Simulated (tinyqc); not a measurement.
Exchange splitting: exchange-split free-electron bands and tunnelling magnetoresistance.

Majority and minority bands E = c k^2/m -/+ Dx/2, c = hbar^2/2m0, so k_up = sqrt(m (EF + Dx/2)/c), k_dn = sqrt(m (EF - Dx/2)/c); n_s = k_s^3/(6 pi^2), D_s = m k_s/(4 pi^2 c).

Barrier: kappa = sqrt(mb phi/c), c = hbar^2/2m0. With a = k1/m, b = k2/m, w = kappa/mb, the transmission at normal incidence is T(k1, k2) = 4 a b w^2/[w^2 (a + b)^2 + (w^2 + a^2)(w^2 + b^2) sinh^2(kappa d)]. Parallel: G_P = T(up, up) + T(dn, dn); antiparallel: G_AP = 2 T(up, dn); TMR = (G_P - G_AP)/G_AP. Julliere: TMR = 2 P^2/(1 - P^2). Slonczewski factor: P_eff = P_k (w^2 - a_up a_dn)/(w^2 + a_up a_dn), P_k = (k_up - k_dn)/(k_up + k_dn).

Constants: hbar^2/2m0 = 3.80998211 eV angstrom^2.

Inputs chosen for the exercise:
- EF = 5.74 eV (Fermi energy above the mean band bottom)
- m = 0.97 m0 (mass in the electrodes)
- phi = 2.71 eV (barrier height above EF)
- mb = 0.99 m0 (mass in the barrier)
- d = 12 angstrom (barrier thickness)

Dx takes the listed multiples of 2 EF.

Results:

| Dx/(2 EF) | k_up | k_dn | P_k | P_eff | TMR (%) |
|---|---|---|---|---|---|
| 0.10 | 1.2679 | 1.1468 | 0.0501 | -0.0183 | 0.07 |
| 0.20 | 1.3243 | 1.0812 | 0.1010 | -0.0362 | 0.26 |
| 0.35 | 1.4046 | 0.9746 | 0.1807 | -0.0612 | 0.75 |
| 0.50 | 1.4806 | 0.8548 | 0.2679 | -0.0814 | 1.33 |
| 0.65 | 1.5528 | 0.7152 | 0.3693 | -0.0898 | 1.63 |
| 0.80 | 1.6219 | 0.5406 | 0.5000 | -0.0647 | 0.84 |
| 0.90 | 1.6663 | 0.3823 | 0.6268 | 0.0186 | 0.07 |
| 0.97 | 1.6967 | 0.2094 | 0.7803 | 0.2427 | 12.52 |

What does the comparison show?

P_k rises from 0.050 to 0.780, and TMR goes from 0.07 % to 12.5 %, not steadily: its largest value is 12.52 % at 0.97 and its smallest 0.07 % at 0.1; P_eff changes sign along the table. At Dx = 2 EF the minority band is empty (a half metal) and G_AP vanishes.

Computed by tinyqc, a small Python program: `OMP_NUM_THREADS=1 python tinyqc.py 1651247 1651248 out.jsonl` (the numbers bound the seed that draws the inputs); one thread of a shared host (Intel(R) Xeon(R) Processor @ 2.30GHz), about 0.01 s for the whole set of steps.
